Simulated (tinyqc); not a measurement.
What each parameter does: quasiparticle equation with a plasmon-pole self-energy for two band edges.

For each edge E = e + X + Sc(E), with the correlation part Sc(E) = A[0]/(E - a + w) + A[1]/(E - b - w); a and b are the valence and conduction energies that enter the Green function (a = ev, b = ec in the one-shot scheme). Z = 1/(1 - dSc/dE), dSc/dE = -A[0]/(E - a + w)^2 - A[1]/(E - b - w)^2.

Values chosen for the exercise (scales of the order of those of Si; the results hold for these values, not for the real material):
```
symbol  value         unit  meaning
ev      0             eV    mean-field valence top
ec      0.6           eV    mean-field conduction edge
w       16.1          eV    pole energy
Av      (43.2, 18.8)  eV^2  weights of the valence state on the hole and electron poles
Ac      (23.1, 44.4)  eV^2  the same for the conduction state
Xv      -1.94         eV    exchange minus the mean-field potential, valence
Xc      1.72          eV    the same, conduction
```

Exact one-shot edges and Z of the valence state there.

Results for these values:
```
case  Ev (eV)  Ec (eV)  gap (eV)       Z
base  -0.3095   0.8751    1.1846  0.8076
```

What happens to each result for Av = (45.36, 18.8) eV^2, all else kept?

Answer: Ev rises from -0.3095 to -0.1997; Ec does not change at the printed digits; gap falls from 1.1846 to 1.0748; Z falls from 0.8076 to 0.8031.

The same for each parameter in turn:
```
case                     Ev (eV)  Ec (eV)  gap (eV)       Z
base                     -0.3095   0.8751    1.1846  0.8076
w = 16.91 eV             -0.3779   0.9356    1.3135  0.8218
Xv = -2.04 eV            -0.3902   0.8751    1.2653  0.8068
Xc = 1.82 eV             -0.3095   0.9546    1.2641  0.8076
ec = 0.7 eV              -0.3042   0.9688    1.2730  0.8081
Av = (45.36, 18.8) eV^2  -0.1997   0.8751    1.0748  0.8031
Ac = (23.1, 46.62) eV^2  -0.3095   0.7643    1.0737  0.8076
```

tinyqc: `OMP_NUM_THREADS=1 python tinyqc.py 1850832 1850833 out.jsonl`; about 0.02 s, one thread, shared Intel(R) Xeon(R) Processor @ 2.30GHz.
